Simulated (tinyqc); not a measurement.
Sputter depth profiling of a dopant layer: erosion rate, quantification and the mixing-roughness response: one step, computed by the program tinyqc. Command: `OMP_NUM_THREADS=1 python tinyqc.py 3004941 3004942 out.jsonl sims walk`. One thread of a shared host (Intel(R) Xeon(R) Processor @ 2.30GHz), about 0.06 s of CPU time with the checks.

A rastered ion beam erodes silicon (49.94 atoms per nm^3). The measured profile is the true one convolved with a depth response.

Question. Moments. Convolution adds means and variances: the response has mean 0 (shift -w plus exponential mean w) and variance w^2 + sigma^2; a box adds the mean b/2 and the variance b^2/12.

Inputs (values chosen for the exercise, modelled on a dopant in silicon under an oxygen or caesium beam): roughness sigma = 0.95 nm; depth of the top edge z0 = 36 nm; box width b = 1.8 nm.

True profile: box.

mixing length w = 2.097618 nm

depth of the maximum = 35.89918 nm

Give: centroid; standard deviation; maximum minus centroid.

Answer.

centroid = 36.9 nm

standard deviation = 2.361 nm

maximum minus centroid = -1.001 nm

The centroid stays at the true position while the maximum lies nearer the surface, so depth is read from the centroid.
